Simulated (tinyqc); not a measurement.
Physical sputtering: collision-cascade yield, angular dependence, faceting and resputtering in deposition: one step, computed by the program tinyqc. Command: `OMP_NUM_THREADS=1 python tinyqc.py 3023461 3023462 out.jsonl sputter walk`. One thread of a shared host (Intel(R) Xeon(R) Processor @ 2.30GHz), about 0.01 s of CPU time with the checks.

Ions start collision cascades; atoms that reach the surface with more than U leave. The target is amorphous or fine-grained.

Task: Yield at normal incidence. gamma = 4 M1 M2/(M1 + M2)^2; threshold E_th = 6.7 U/gamma for M1 >= M2, else U (1 + 5.7 M1/M2)/gamma. eps = 0.03255 M2 E/(Z1 Z2 (M1 + M2) z), z = (Z1^(2/3) + Z2^(2/3))^(1/2), E in eV; s_n = 3.441 sqrt(eps) ln(eps + 2.718)/(1 + 6.355 sqrt(eps) + eps (6.882 sqrt(eps) - 1.708)); S_n = 84.78 Z1 Z2 M1 s_n/((M1 + M2) z) in eV angstrom^2; alpha = 0.249 (M2/M1)^0.56 + 0.0035 (M2/M1)^1.5 for M1 <= M2, else 0.0875 (M2/M1)^(-0.15) + 0.165 M2/M1; Y0 = 0.042 Q alpha S_n/U [1 - sqrt(E_th/E)]^2.5 (the electronic-loss factor of the full formula is dropped). Erosion rate = Y0 J/(e N); 1 cm^2 = 1e14 nm^2.

Inputs (values chosen for the exercise, modelled on argon ions on germanium): ion Z1 = 18; ion mass M1 = 39.95 u; target Z2 = 32; target mass M2 = 72.6 u; surface binding energy U = 3.85 eV; target density N = 44.2 1/nm^3; fit factor Q = 0.61; ion energy E = 76 eV; current density J = 0.92 mA/cm^2.

Constants: e = 1.602176634e-19 C.

Give: energy transfer factor gamma; threshold E_th; reduced energy eps; nuclear stopping S_n; alpha; yield Y0; erosion rate.

Result:

energy transfer factor gamma = 0.91585

threshold E_th = 17.389 eV

reduced energy eps = 6.7294e-04

nuclear stopping S_n = 322.98 eV angstrom^2

alpha = 0.35649

yield Y0 = 0.15060 atoms per ion

erosion rate = 11.739 nm/min

The threshold factor is 0.197; the energy cost is 505 eV per removed atom, 131 times U. Caution: within a few times the threshold, cascades are short and these fits are rough.
